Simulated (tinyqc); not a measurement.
# Minority carriers and saturation current of a heavily doped emitter: two studies

n-type, parabolic bands, full ionisation. eta = (EF - Ec)/kB T solves N = Nc F12(eta), F12(x) = (2/sqrt(pi)) int_0^infinity sqrt(u)/(1 + exp(u - x)) du. The gap shrinks rigidly by dEg = E1 [ln(N/N0) + sqrt(ln^2(N/N0) + 0.5)], an empirical law that is here taken as the true narrowing.

Parameters, values chosen for the exercise; band and dielectric values close to those of silicon:

| symbol | value | unit | meaning |
|---|---|---|---|
| T | 300 | K | temperature |
| Eg | 1.13 | eV | band gap |
| Nc | 2.81e19 | cm^-3 | conduction-band density of states at 300 K |
| Nv | 2.6e19 | cm^-3 | valence-band density of states at 300 K |
| N | 6.2e19 | cm^-3 | ionised donor density |
| E1 | 10 | meV | energy of the narrowing law |
| N0 | 9.1e16 | cm^-3 | density of the narrowing law |
| mup | 230 | cm^2/(V s) | minority-hole mobility |
| Cn | 2.3e-31 | cm^6/s | Auger coefficient |
| ts | 0.064 | us | defect lifetime |
| W | 840 | nm | emitter width |
| S | 8.4e5 | cm/s | recombination velocity at the contact |

Constants: q = 1.602176634e-19 C, kB = 1.380649e-23 J/K, Vt = kB T/q. Results are converted to the units shown.

Each table varies one quantity; the others keep the values above.

## Effect of the contact

ni = sqrt(Nc Nv) exp(-Eg/(2 Vt)), Eg in volts; degeneracy factor g = F12(eta) exp(-eta); nie^2 = ni^2 exp(dEg/kB T) g, p0 = nie^2/N; apparent narrowing dEg + kB T ln g. 1/tau = Cn N^2 + 1/ts, D = mup Vt, L = sqrt(D tau); J0 = (q p0 D/L)(s + tanh(W/L))/(1 + s tanh(W/L)), s = S L/D; the share recombining inside is 1 - 1/[cosh(W/L)(1 + tanh(W/L)/s)].

Effect of the contact:
```
S (cm/s)	J0 (fA/cm^2)	share inside (%)
80	824.3	99.91
340	825.8	99.62
1500	832.4	98.37
6200	857.6	93.77
26000	942.1	80.14
1.1e5	1118	58.32
4.8e5	1281	43.51
2.1e6	1347	38.49
8.8e6	1365	37.24
```

J0 rises from 824 to 1370 fA/cm^2, between the limits q p0 (D/L) tanh(W/L) = 824 and q p0 (D/L) coth(W/L) = 1370; W/L = 1.0, so passivating the contact can gain at most a factor of 1.66.

## Effect of the doping

Same model as above.

The mobility is held fixed.

Effect of the doping:
```
N (cm^-3)	apparent narrowing (meV)	p0 (cm^-3)	L (nm)	J0 (fA/cm^2)	share inside (%)
6.1e17	39.13	565.5	6152	5958	1.079
1.5e18	56.44	449.3	6069	4735	1.109
3.6e18	73.06	356.1	5653	3757	1.276
8.7e18	88.93	272.3	4243	2891	2.247
2.1e19	102.5	190.8	2254	2103	7.599
5.2e19	110.9	106.4	965.7	1424	32.20
1.3e20	105.8	34.93	390.3	868.5	80.50
3.1e20	73.89	4.270	164.0	248.1	99.17
```

What does the table show?

The apparent narrowing goes from 39.1 through a maximum of 111 (at N = 5.2e19 cm^-3 among the rows listed) to 73.9 meV. p0 goes as N^(-0.26) between the first two rows and N^(-2.42) between the last two (-1 without narrowing or degeneracy), and J0 falls from 5960 to 248 fA/cm^2.

Range of the model: Band tails, non-parabolic bands and incomplete ionisation are left out.

tinyqc, about 0.01 s, one thread, Intel Xeon 2.30GHz (shared host): `OMP_NUM_THREADS=1 python tinyqc.py 2330062 2330063 out.jsonl`
